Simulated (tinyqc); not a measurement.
Which input was changed? Model: oxide trap near a transistor channel: two-state multiphonon kinetics, telegraph noise and bias instability. Computed by tinyqc, a small Python program. Command: `OMP_NUM_THREADS=1 python tinyqc.py 3003852 3003853 out.jsonl oxidetrap which`. One thread of a shared host (Intel(R) Xeon(R) Processor @ 2.30GHz), about 0.06 s of CPU time with the checks.

An n-channel device under positive gate bias. The trap is empty (state 1) or holds an electron (state 2); both states are parabolas of equal curvature, and the electron reservoir is taken at the Fermi level of the channel.

Inputs (values chosen for the exercise, with an insulator like Si3N4 on silicon):
```
quantity                                  value         unit
insulator constant eps_ox                  7.07            -
insulator thickness t_ox                    2.2           nm
trap depth x from the interface            0.48           nm
tunnel barrier phi_b                       2.01           eV
tunnelling mass m_ox                       0.42          m_0
trap level above E_F at zero field E_t     0.19           eV
relaxation energy E_R                       2.3           eV
oxide field F                               1.7        MV/cm
attempt rate k_0 at the interface         1e+12          1/s
temperature T                               250            K
channel width W                              53           nm
channel length L                             81           nm
frequency f                                   5           Hz
trap density N_t                        3.8e+19  cm^-3 eV^-1
```

Parts treated: one trap and an ensemble.

Constants: hbar^2/(2 m_0) = 3.80998212 eV angstrom^2; k_B = 8.617333262e-05 eV/K; e = 1.602176634e-19 C; eps_0 = 8.8541878128e-12 F/m.

Method:
- kappa = sqrt(2 m_ox phi_b)/hbar = sqrt(m_ox phi_b/(hbar^2/2m_0)); attenuation length lambda = 1/(2 kappa); factor exp(-x/lambda) for a rectangular barrier.
- E_21 = E_t - e F x is the energy of state 2 over state 1; barriers E_c = (E_R + E_21)^2/(4 E_R), E_e = E_c - E_21; tau_c = exp(E_c/k_B T)/(k_0 P), tau_e = exp(E_e/k_B T)/(k_0 P), P the tunnelling factor; occupation f_2 = tau_e/(tau_c + tau_e); 1/tau_0 = 1/tau_c + 1/tau_e.
- Charge-sheet step dV = e (t_ox - x)/(eps_ox eps_0 W L); Lorentzian spectrum S(f) = 4 dV^2 tau_0^2/((tau_c + tau_e)(1 + (2 pi f tau_0)^2)); corner 1/(2 pi tau_0); variance dV^2 f_2 (1 - f_2) = dV^2 tau_0/(tau_c + tau_e).
- McWhorter number fluctuations for traps uniform in depth and energy: S_V = e^2 k_B T N_t lambda/(W L C_ox^2 f), C_ox = eps_ox eps_0/t_ox. The number of traps within k_B T in energy and one decade in time is N_t k_B T lambda ln(10) W L.

Problem. One of these inputs alone was changed, within the range given: oxide field F (0.85 to 3.4); temperature T (150 to 500); tunnel barrier phi_b (1.005 to 4.02); channel width W (26.5 to 106). Which one, and to what value?

Results:
```
run     corner frequency (Hz)  1/f noise S_V(f) (V^2/Hz)  threshold step dV (mV)
before             0.05217951               1.284412e-07                1.025439
after              0.03131131               1.153992e-07                1.025439
```

Solution.

Each candidate set to reproduce corner frequency, and what it then gives:
```
candidate                  range searched  value needed  1/f noise S_V(f) (V^2/Hz)  threshold step dV (mV)
oxide field F (MV/cm)         0.85 to 3.4         2.191                 1.2844e-07                  1.0254
temperature T (K)              150 to 500         244.8                 1.2579e-07                  1.0254
tunnel barrier phi_b (eV)   1.005 to 4.02         2.490                 1.1540e-07                  1.0254
channel width W (nm)          26.5 to 106     no effect                          -                       -
```

Only tunnel barrier phi_b fits every result: it went from 2.01 to 2.49 eV. The next best candidate, temperature T, misses one result by 9.0 %.

Caution: at this temperature nuclear tunnelling through such barriers shortens the times below these classical values. Caution: N_t k_B T lambda ln(10) W L, the number of active traps per decade, is below one, so S_V is only the mean over many devices.
